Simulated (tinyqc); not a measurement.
Anisotropic elasticity and sound waves of a cubic crystal: one step, computed by the program tinyqc.

Voigt order 1..6 = xx, yy, zz, yz, xz, xy, with engineering shear strains. The rotated frame has x' as named, z' along the wafer normal and y' = z' x x'.

Problem. Stiffness in the rotated frame. C'_ijkl = C12 delta_ij delta_kl + C44 (delta_ik delta_jl + delta_il delta_jk) - H sum_m a_im a_jm a_km a_lm.

Inputs (values chosen for the exercise, modelled on magnesium oxide): C12 = 93.82 GPa; C44 = 156.3 GPa.

Frame: (113) wafer, x' along [1-10].

H = 106.42 GPa

direction cosines a (rows x', y', z' in the cube axes), rows x', y', z', columns x, y, z:
$$\begin{pmatrix}
0.7071068 & -0.7071068 & 0.0000000 \\
0.6396021 & 0.6396021 & -0.4264014 \\
0.3015113 & 0.3015113 & 0.9045340
\end{pmatrix}$$

Give: C'.

Solution.

C' (GPa), rows 1, 2, 3, 4, 5, 6:
$$\begin{pmatrix}
353.2 & 50.3 & 84.1 & -20.5 & 0.0 & 0.0 \\
50.3 & 367.3 & 70.1 & -9.3 & 0.0 & 0.0 \\
84.1 & 70.1 & 333.4 & 29.9 & 0.0 & 0.0 \\
-20.5 & -9.3 & 29.9 & 132.6 & 0.0 & 0.0 \\
0.0 & 0.0 & 0.0 & 0.0 & 146.6 & -20.5 \\
0.0 & 0.0 & 0.0 & 0.0 & -20.5 & 112.8
\end{pmatrix}$$

Normal stress couples to shear strain in this frame.
